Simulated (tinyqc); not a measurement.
Comparisons within one model: phonon-assisted absorption at an indirect gap. A value that a table varies takes the place of the one given here.

alpha(E) = sum_j A_j [N_j (E - Eg + w_j)^2 + (N_j + 1)(E - Eg - w_j)^2], each bracket counted only where its base is positive; N_j = 1/(exp(w_j/kB T) - 1). The first term absorbs a phonon and the second emits one; excitons and direct transitions are left out.

Photodiode (Gaertner form with a dead layer): QE = (1 - R) exp(-alpha xj) [1 - exp(-alpha W)/(1 + alpha L)], R = ((nr - 1)/(nr + 1))^2; responsivity = QE/E in A/W for E in eV.

Constants: kB = 8.617333262e-05 eV/K.

Parameters, chosen for this exercise (loosely those of SiC at room temperature; Eg is not tied to T; shifted at random, so the results belong to these values and not to a real crystal): Eg = 3.234 eV (indirect gap, held fixed unless listed); w = (68.2, 48.5) meV (two zone-edge phonons); A = (3400, 640) 1/(cm eV^2) (their strengths); T = 200 K; nr = 2.79 (refractive index); xj = 0.17 micrometre (dead layer at the surface); W = 1.1 micrometre (depleted width); L = 3 micrometre (minority diffusion length below it); E = 3.484 eV (photon energy).

## The square root of alpha at three temperatures

The gap is held fixed, so only the phonon occupations change.

sqrt(alpha) (1/cm^(1/2)):

| E - Eg (eV) | 4 K | 300 K | 450 K |
|---|---|---|---|
| -0.04 | 0.000 | 0.465 | 0.762 |
| -0.02 | 0.000 | 0.838 | 1.361 |
| 0.00 | 0.000 | 1.221 | 1.974 |
| 0.02 | 0.000 | 1.606 | 2.590 |
| 0.04 | 0.000 | 1.993 | 3.209 |
| 0.07 | 0.554 | 2.643 | 4.189 |
| 0.10 | 2.266 | 3.958 | 5.676 |
| 0.15 | 5.417 | 7.022 | 8.974 |
| 0.20 | 8.588 | 10.341 | 12.597 |
| 0.30 | 14.939 | 17.150 | 20.113 |
| 0.45 | 24.470 | 27.472 | 31.577 |
| 0.60 | 34.003 | 37.829 | 43.108 |

Below the gap only phonon absorption acts: at E - Eg = -0.02 eV sqrt(alpha) is 0.000, 0.838 and 1.361 at 4, 300 and 450 K. A straight line through the last two rows meets the axis at E - Eg = +0.0650, +0.0522 and +0.0392 eV: the intercept is roughly a weighted mean of the thresholds, not the gap, and it moves from the emission side towards Eg as the occupations grow. At the last row alpha grows by a factor 1.61 from the lowest to the highest temperature at fixed gap.

## Spectral response

Response:

| E (eV) | wavelength (nm) | alpha (1/cm) | 1/alpha (micrometre) | dead layer | collected | QE | A/W |
|---|---|---|---|---|---|---|---|
| 3.25 | 381 | 0.640 | 1.56e+04 | 1.000 | 0.000 | 0.000 | 0.000 |
| 3.29 | 377 | 1.51 | 6.64e+03 | 1.000 | 0.001 | 0.000 | 0.000 |
| 3.35 | 370 | 14.4 | 696 | 1.000 | 0.006 | 0.005 | 0.001 |
| 3.43 | 361 | 78.5 | 127 | 0.999 | 0.031 | 0.024 | 0.007 |
| 3.53 | 351 | 235 | 42.5 | 0.996 | 0.090 | 0.069 | 0.020 |
| 3.68 | 337 | 630 | 15.9 | 0.989 | 0.215 | 0.165 | 0.045 |
| 3.88 | 320 | 1.45e+03 | 6.88 | 0.976 | 0.407 | 0.308 | 0.079 |
| 4.13 | 300 | 2.96e+03 | 3.38 | 0.951 | 0.618 | 0.456 | 0.111 |
| 4.43 | 280 | 5.47e+03 | 1.83 | 0.911 | 0.793 | 0.561 | 0.127 |
| 4.83 | 257 | 1.00e+04 | 0.998 | 0.843 | 0.917 | 0.601 | 0.124 |

QE is highest, 0.601, at 4.83 eV of those listed and the responsivity at 4.43 eV; reflection alone caps QE at 0.777. Near the gap weak absorption limits it (collected share 0.000); at the top the dead layer passes 0.843. Far above the gap the quadratic law and a constant index are only rough.

## What moves the response

At the energy E. Each row changes one parameter from the base and keeps the others.

Results:

| case | alpha (1/cm) | QE |
|---|---|---|
| base | 152.6 | 0.0462 |
| Eg = 3.214 eV | 186.3 | 0.0559 |
| T = 250 K | 168.2 | 0.0507 |
| W = 2.2 micrometre | 152.6 | 0.0584 |
| L = 1.5 micrometre | 152.6 | 0.0299 |
| xj = 0.34 micrometre | 152.6 | 0.0461 |
| nr = 2.93 | 152.6 | 0.0452 |

The largest shifts from the base row, up to three for each result and ties (the steps differ in size, so this ranks the rows, not the parameters). alpha (1/cm): Eg +33.7, T +15.7; unchanged at the printed digits by W, L, xj and nr. QE: L -0.0163, W +0.0121, Eg +0.0096.

Computed by tinyqc, a small Python program: `OMP_NUM_THREADS=1 python tinyqc.py 1682105 1682106 out.jsonl` (the numbers bound the seed that draws the inputs); one thread of a shared host (Intel(R) Xeon(R) Processor @ 2.30GHz), about 0.01 s for the whole set of steps.
